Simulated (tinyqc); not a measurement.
Thermal displacements in the Debye model: Debye-Waller factors, bond-length spread and the Lindemann rule: one step, computed by the program tinyqc.

A Debye spectrum with three branches of one velocity, cut at k_B Theta; 4 atoms per cube, nearest neighbours at d = 0.707107 a.

Problem. Mean-square displacement. <u_x^2> = (3 hbar^2/(2 M k_B Theta)) int_0^1 s coth(s Theta/(2T)) ds (64 Gauss-Legendre points); it tends to 3 hbar^2/(4 M k_B Theta) at T = 0 and to 3 hbar^2 T/(M k_B Theta^2) at high T. B = 8 pi^2 <u_x^2>.

Inputs (values chosen for the exercise, modelled on nickel): atomic mass M = 58.69 u; Debye temperature Theta = 434 K; temperature T = 450 K.

Structure: fcc.

Constants: hbar^2/u = 4.18015928e-03 eV angstrom^2; k_B = 8.617333262e-05 eV/K.

Give: <u_x^2>; zero-point value; classical value; B factor.

Solution.

<u_x^2> = 0.006076 angstrom^2

zero-point value = 0.001428 angstrom^2

classical value = 0.005924 angstrom^2

B factor = 0.4797 angstrom^2

The zero-point value is 23.5 % and the classical value 97.5 % of the full result; the two are limits, not parts that add.
